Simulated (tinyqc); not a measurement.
AlGaN/GaN HEMT with access regions, lumped model: output curve without and with trapping.

A polarisation-induced electron sheet under a Schottky gate, in series with two ungated access regions and contacts. Drift law v = mu E/(1 + mu E/vs) under the gate. Currents in mA/mm, resistances in ohm mm. No self-heating, no channel-length modulation; fits for polarisation, barrier and offset are chosen for the exercise.

sigma = (5e13 x + 1.6e13 x^2) cm^-2, phiB = 0.84 + 1.3 x, dEc = 0.7 (1.71 x + x^2) in volts, Cb = eps0 eps_r/d, VT = phiB - dEc - q sigma/Cb, access density n0 = -Cb VT/q. Access resistance R(L, n) = L/(q mu n sqrt(1 - (I/(q n vs))^2)); Rs = Rc + R(Ls, n0), Rd = Rc + R(Ld, (1 - ft) n0). Vg' = Vg - I Rs, Vd' = Vd - I (Rs + Rd); with u = Vg' - VT, Vc = vs Lg/mu and w the smaller of Vd' and Vc [sqrt(1 + 2 u/Vc) - 1] (0 if negative), the channel gives (mu Cb/Lg)(u w - w^2/2)/(1 + w/Vc). I equals that channel current. The two columns take ft = 0 and ft = 0.3; collapse = 1 - (second)/(first).

Parameters, values chosen for the exercise; values close to those of AlGaN/GaN structures: aluminium share of the barrier x = 0.28; barrier thickness d = 25 nm; relative permittivity of barrier and channel eps_r = 9.2; channel mobility mu = 1300 cm^2/(V s); saturation velocity vs = 1.2e7 cm/s; gate length Lg = 1 um; source access length Ls = 2 um; drain access length Ld = 16 um; resistance of each contact Rc = 0.47 ohm mm; gate voltage Vg = 0 V.

Constants: q = 1.602176634e-19 C, eps0 = 8.8541878128e-14 F/cm where lengths are in cm. Results are converted to the units shown.

Output curve without and with trapping:
```
Vd (V)  I, ft = 0 (mA/mm)  I, ft = 0.3 (mA/mm)  collapse (%)
0.25                32.66                24.81         24.02
0.5                 65.24                49.59         23.99
1                   130.1                98.98         23.93
2                   258.3                196.8         23.82
3                   383.6                292.6         23.71
4                   504.9                385.8         23.58
6                   731.9                562.0         23.21
8                   930.9                721.6         22.48
12                   1144                982.6         14.12
```

What does the table show?

Without trapping the current rises from 32.7 to 1140 mA/mm and first comes within 2 % of its last value at Vd = 12 V among the rows; with trapping that knee lies at 12 V. The collapse is 24 % in the first row, at most 24 % and 14 % in the last. For Vd = 8 to 12 V the power passes 5 W/mm, where self-heating, left out here, lowers the current.

Program tinyqc, `OMP_NUM_THREADS=1 python tinyqc.py 2570082 2570083 out.jsonl`; Intel Xeon 2.30GHz, shared host, one thread, about 0.02 s.
